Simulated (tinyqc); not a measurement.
Hubbard chain of 5 sites, step by step. Computed by tinyqc, a small Python program that keeps every step. Settings: hopping = 0.89, U = 6.1, mixing = 0.5, iteration cap = 70. Command: `OMP_NUM_THREADS=1 python tinyqc.py 29194 29195 out.jsonl` (the two numbers bound the seeds that draw the settings). One thread of a shared host (Intel(R) Xeon(R) Processor @ 2.60GHz), about 0.2 s of CPU time with the checks. Later iterations appear only in the table of the cycle.

## Mean-field iteration 1

one-body matrix (hopping and site energies) (eV):
```
           1          2          3          4          5
1  -0.970000  -0.890000   0.000000   0.000000   0.000000
2  -0.890000   0.260000  -0.890000   0.000000   0.000000
3   0.000000  -0.890000   0.400000  -0.890000   0.000000
4   0.000000   0.000000  -0.890000   0.620000  -0.890000
5   0.000000   0.000000   0.000000  -0.890000   0.050000
```

U = 6.100000 eV

electrons, up and down: 4  3

mixing = 0.500000

n(up) at the start (a guess, not normalised): 1 0.850000, 2 0.750000, 3 0.850000, 4 0.750000, 5 0.850000

n(down) at the start (a guess): 1 0.550000, 2 0.650000, 3 0.550000, 4 0.650000, 5 0.550000

H(up) = T + U n(down), H(down) = T + U n(up); fill the lowest levels; n(new) = n + mixing (n(out) - n); E = tr T (rho up + rho down) + U sum n_up n_down of the output.

levels, up (eV): 1.931550  2.659423  3.349289  4.796643  5.618094

levels, down (eV): 3.388354  4.058672  4.977689  5.847822  6.792463

energy = 11.172117 eV

n(up) after iteration 1: 1 0.918788, 2 0.793019, 3 0.788576, 4 0.637954, 5 0.886663

n(down) after iteration 1: 1 0.727697, 2 0.626415, 3 0.502243, 4 0.583594, 5 0.535051

## Mean-field iteration 2

As before.

levels, up (eV): 2.203581  2.792321  3.419435  4.725910  5.366254

levels, down (eV): 3.392199  3.956925  5.075587  5.927892  6.559897

energy = 10.879618 eV

n(up) after iteration 2: 1 0.928544, 2 0.756312, 3 0.761049, 4 0.654239, 5 0.912355

n(down) after iteration 2: 1 0.781827, 2 0.564677, 3 0.552984, 4 0.634299, 5 0.453713

## Convergence

Each step fills the lowest levels of T + U n(other spin) and sets n(new) = n + mixing (n(out) - n); stop when output and input agree to 1e-8.

Course of the cycle:
```
iteration       E (eV)  largest |n(out) - n(in)|  mean |n_up - n_down|
1          11.17211745                  3.55e-01              0.200000
2          10.87961764                  1.63e-01              0.205792
3          10.70416727                  1.29e-01              0.267466
4          10.49964601                  1.38e-01              0.326498
5          10.31178408                  1.30e-01              0.403705
6          10.19891031                  1.16e-01              0.455039
7          10.14930997                  8.95e-02              0.483688
8          10.12949593                  6.72e-02              0.499293
9          10.12118312                  4.76e-02              0.507940
10         10.11709875                  3.27e-02              0.512812
11         10.11458969                  2.52e-02              0.515551
...                ...                       ...                   ...
60          9.96418256                  5.45e-03              0.544454
61          9.96414677                  4.32e-03              0.544679
62          9.96412457                  3.42e-03              0.544855
63          9.96411083                  2.69e-03              0.544993
64          9.96410236                  2.12e-03              0.545100
65          9.96409714                  1.67e-03              0.545185
66          9.96409393                  1.31e-03              0.545251
67          9.96409195                  1.03e-03              0.545303
68          9.96409074                  8.07e-04              0.545343
69          9.96409000                  6.33e-04              0.545375
70          9.96408954                  4.96e-04              0.545399
```

Not converged within 70 iterations: the residual falls steadily but slowly, by a factor of about 0.79 a step. The lowest mean-field energy found from random starts is 9.96409 eV. Reruns (cap 100 unless said): mixing 0.2: not converged; mixing 0.9: not converged; the original settings with a cap of 400: converged in 115 (E = 9.96409).

## Exact diagonalisation (50 states)

Lowest levels of the sector, and the double occupancy of the lowest state.

lowest levels (eV): 9.506585  9.891334  10.101411  10.450143  10.742648  10.900329

double occupancy per site = 0.416129

## The lowest level by Lanczos steps

From a random start vector (not printed): a_j = <q_j|H|q_j>, b_j = norm of the remainder after orthogonalising; the Ritz value is the lowest eigenvalue of the tridiagonal matrix of a and b so far.

Lanczos:
```
j    a_j (eV)  b_j (eV)  lowest Ritz value (eV)
1   14.433634  3.673087             14.43363444
2   15.616110  3.360298             11.30450507
3   15.519109  3.312075             10.24921190
4   16.128338  3.006860              9.82803283
5   15.382941  3.289102              9.66215739
6   16.006434  2.363889              9.56673332
7   15.438162  3.584435              9.54052357
8   16.653486  3.431159              9.52440080
9   16.453964  3.106380              9.51458219
10  16.123178  2.702874              9.50964384
```
